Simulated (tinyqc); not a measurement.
# Zero-field depth and permittivity from two fields

Question. The apparent depth of a Coulomb trap is Et - sqrt(q F/(pi eps0 eps_r)). Find Et and eps_r.

Constants: q = 1.602176634e-19 C, eps0 = 8.8541878128e-14 F/cm where lengths are in cm. Results are converted to the units shown.

apparent depth at F = 65 and 260 kV/cm (eV): 0.047841477  -0.014317046

Answer. The depth is linear in sqrt(F): the intercept is Et and the slope -sqrt(q/(pi eps0 eps_r)).

Et = 0.110 eV
eps_r = 9.69

Program tinyqc, `OMP_NUM_THREADS=1 python tinyqc.py 2050019 2050020 out.jsonl`; Intel Xeon 2.30GHz, shared host, one thread, about 0.01 s.
